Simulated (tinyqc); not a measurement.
Electron-beam lithography: double-Gaussian proximity function, edge placement and dose correction for parallel lines: one step, computed by the program tinyqc.

Lines are infinitely long. Absorbed energy is counted so that the middle of a very large area written at dose 1 receives 1; the resist develops where it exceeds 1/2.

Task: Interaction matrix. f(r) = [exp(-r^2/alpha^2)/alpha^2 + eta exp(-r^2/beta^2)/beta^2]/(pi (1 + eta)). A line from a to b at dose d gives E(x) = d [S(alpha) + eta S(beta)]/(1 + eta), S(s) = [erf((b - x)/s) - erf((a - x)/s)]/2. M_ij is the mean of E at the two edges of line i from line j at dose 1.

Inputs (values chosen for the exercise, of the order of those for 10 keV electrons in resist on silicon): forward range alpha = 0.018 micrometre; backscatter range beta = 1.2 micrometre; backscatter ratio eta = 1.

Lines (micrometre):
```
line  left edge  right edge  centre
1         0.000       0.050   0.025
2         0.141       0.209   0.175
3         0.304       0.390   0.347
4         0.484       0.574   0.529
```

Give: M.

Result:

M, rows 1, 2, 3, 4:
```
[[0.26173, 0.01573, 0.01880, 0.01773],
 [0.01156, 0.26597, 0.01978, 0.01937],
 [0.01092, 0.01564, 0.27018, 0.02064],
 [0.00984, 0.01463, 0.01972, 0.27112]]
```
